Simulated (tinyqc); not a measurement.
Decay of LO phonons and the hot-phonon bottleneck in the cooling of electrons: one step, computed by the program tinyqc. Command: `OMP_NUM_THREADS=1 python tinyqc.py 3009763 3009764 out.jsonl hotphonon walk`. One thread of a shared host (Intel(R) Xeon(R) Processor @ 2.30GHz), about 0.01 s of CPU time with the checks.

n(E, T) = 1/(exp(E/(k_B T)) - 1) is the Bose occupation. Electrons have a temperature T_e; the LO modes within their reach share one occupation N; the decay products stay at the lattice temperature.

Problem. Electron and phonon temperatures in closed form. Net emission per electron: [(N + 1) x - N]/tau_sp with x = exp(-hbar omega/(k_B T_e)), a simple two-level balance; steady state of the modes: n [(N + 1) x - N]/tau_sp = N_m (N - N_0)/tau; power per electron P = hbar omega [(N + 1) x - N]/tau_sp. With p = P tau_sp/(hbar omega): N = N_0 + r p and x = (p + N)/(N + 1); without hot phonons N = N_0. The mode temperature T_LO solves n(hbar omega, T_LO) = N.

Inputs (values chosen for the exercise, modelled on aluminium nitride): LO energy hbar omega = 110 meV; lattice temperature T = 250 K; power supplied per electron P = 4.2 nW.

Decay channel: two equal phonons plus a three-phonon channel.

emission time tau_sp = 5.412535 fs

equilibrium LO occupation N_0 = 0.006097300

bottleneck ratio r = 10.92221

Constants: e = 1.602176634e-19 C; k_B = 8.617333262e-05 eV/K.

Give: reduced power p; LO occupation N; electron temperature T_e; T_e without hot phonons; mode temperature T_LO.

Solution.

reduced power p = 0.001290

LO occupation N = 0.02019

electron temperature T_e = 330.6 K

T_e without hot phonons = 259.8 K

mode temperature T_LO = 325.4 K

Caution: alpha is above 1/2, so hbar/tau_sp exceeds hbar omega and the emission time, a weak-coupling result, is only rough.
